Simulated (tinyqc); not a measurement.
# Lossy on-chip transmission line with skin effect, step by step

tinyqc, about 0.01 s, one thread, Intel Xeon 2.30GHz (shared host): `OMP_NUM_THREADS=1 python tinyqc.py 2810139 2810140 out.jsonl` Printed values are rounded.

A uniform line in a homogeneous dielectric: c = sqrt(er)/(c0 Z0), l = Z0 sqrt(er)/c0 (c0 = 299792458 m/s), g = w c td, w = 2 pi f. The resistance joins its limits as r = sqrt(r_dc^2 + r_hf^2), with r_dc = rho/(wd th), r_hf = kr rho/(2 delta (wd + th)), delta = sqrt(rho/(pi f mu0)), mu0 = 4 pi 1e-7 H/m; this is an interpolation, and internal inductance, up to 0.05 nH/mm at low frequency, is neglected.

Parameters, values chosen for the exercise:

| symbol | value | unit | meaning |
|---|---|---|---|
| wd | 1.9 | um | width of the strip |
| th | 1.2 | um | thickness of the strip |
| rho | 1.8 | uohm cm | resistivity |
| er | 3.5 |  | relative permittivity |
| td | 0.02 |  | loss tangent |
| Z0 | 60 | ohm | lossless impedance sqrt(l/c) |
| kr | 1.2 |  | factor for crowding and the return path |
| len | 3.9 | mm | length |
| Rg | 100 | ohm | source resistance |
| RL | 1000 | ohm | load resistance |
| CL | 20 | fF | load capacitance |
| f | 2.3 | GHz | frequency |

## Line constants

delta, r_dc, r_hf, r, l, c and g as defined.

delta = 1.407967 um
r_dc = 7.894737 ohm/mm
r_hf = 2.474398 ohm/mm
r = 8.273422 ohm/mm
l = 0.3744248 nH/mm
c = 104.0069 pF/m
g = 0.03006075 S/m

r is 1.05 times r_dc; the skin depth is 1.17 of the thickness.

## Propagation constant and impedance

gamma = sqrt((r + i w l)(g + i w c)) = alpha + i beta, Zc = sqrt((r + i w l)/(g + i w c)), roots with positive real part; loss 8.685889638 alpha in dB; phase velocity w/beta.

gamma len = 0.2303555+0.4159102i
Zc = 71.70935-37.86324i ohm
loss = 0.5130364 dB/mm
phase velocity over c0 = 0.4520142
r/(w l) = 1.529019

r exceeds w l, so the line behaves mainly as an RC line at this frequency.

## Reflection, input impedance and transfer

ZL = 1/(1/RL + i w CL); reflection (ZL - Zc)/(ZL + Zc); Zin = Zc (ZL + Zc tanh(gamma len))/(Zc + ZL tanh(gamma len)); H = V_load/V_source = [Zin/(Zin + Rg)]/[cosh(gamma len) + (Zc/ZL) sinh(gamma len)].

ZL = 922.9040-266.7437i ohm
reflection at the load = 0.8468515+0.0292339i
Zin = 41.3064-151.9851i ohm
H = 0.6391410-0.4487411i
|H| = -2.147629 dB
